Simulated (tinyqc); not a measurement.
Gain against electron density: polytypes and stacking faults of a tetrahedral semiconductor in an axial Ising model with couplings up to third neighbours. Computed by tinyqc, a small Python program. Command: `OMP_NUM_THREADS=1 python tinyqc.py 3017027 3017028 out.jsonl polytype walk`. One thread of a shared host (Intel(R) Xeon(R) Processor @ 2.30GHz), about 0.01 s of CPU time with the checks.

Each double layer has s = +1 or -1 for the sense of its stacking step; E per pair of atoms = E0 - sum_n J_n <s_i s_(i+n)>, n = 1, 2, 3. Hexagonality h = (1 - <s_i s_(i+1)>)/2.

Inputs (values chosen for the exercise, of the order of those of SiC for J, a, G and the gaps):
```
quantity                                    value      unit
J1                                            1.1  meV/pair
J2                                          -2.48  meV/pair
J3                                          -0.35  meV/pair
basal lattice constant a                     3.08  angstrom
binding energy of the fault level E_b        0.16        eV
in-plane mass m                              0.42        m0
effective density of states N_c at 300 K  3.3e+19    1/cm^3
temperature T                                 550         K
```

Host polytype: 4H.

Constants: 1 eV/angstrom^2 = 16.02176634 J/m^2; m_0 = 9.1093837015e-31 kg; hbar = 1.054571817e-34 J s; k_B = 1.380649e-23 J/K; k_B = 8.617333262e-05 eV/K.

Method. Faults in 4H: the sequences single Shockley (31) (+++-), double Shockley (62) (++++++--), Frank-type (32) (+++--) are put between perfect repeats; k_n = (layers x C_n of the host) - sum_i s_i s_(i+n). gamma = sum k_n J_n/A, A = (sqrt 3/2) a^2; 1 meV/angstrom^2 = 16.02177 mJ/m^2. The fault binds electrons in a two-dimensional band E_b below the conduction edge, g2 = m m0/(pi hbar^2) for one valley. With the Fermi level held by the bulk, eta = ln[n/N_c(T)], N_c(T) = N_c (T/300)^1.5, the grand potential falls by g2 (k_B T)^2 F1(x), x = eta + E_b/(k_B T), F1(x) = integral from 0 to infinity of ln(1 + exp(x - t)) dt; sheet density g2 k_B T ln(1 + e^x). Band bending by the trapped charge is left out, so the gain is an upper bound.

fault coefficients k_n:
```
                      J1  J2  J3
single Shockley (31)   0  -4   0
double Shockley (62)  -4  -8   0
Frank-type (32)       -1  -2   3
```

energy of the glide fault, single Shockley (31) = 19.3459 mJ/m^2

At T:
```
n (1/cm^3)        x  sheet density (1/cm^2)  gain (mJ/m^2)  gain/gamma  gain/gamma at T + 200 K
1.00e+14    -10.240              2.9690e+08     2.2546e-05  1.1654e-06               5.5318e-07
1.00e+15     -7.938              2.9686e+09     2.2544e-04  1.1653e-05               5.5316e-06
1.00e+16     -5.635              2.9638e+10     2.2526e-03  1.1644e-04               5.5305e-05
1.00e+17     -3.332              2.9173e+11     2.2348e-02  1.1552e-03               5.5192e-04
1.00e+18     -1.030              2.5389e+12     2.0800e-01  1.0752e-02               5.4106e-03
5.00e+18      0.580              8.5179e+12     8.3111e-01  4.2961e-02               2.5019e-02
2.00e+19      1.966              1.7437e+13     2.1733e+00  1.1234e-01               8.1189e-02
```

For x well below 0 the gain is k_B T times the sheet density and linear in n; for x well above 0 the well fills and the gain grows only about as x^2. It stays below the fault energy in all rows; 200 K more changes it by a factor 0.47 at 1e16.
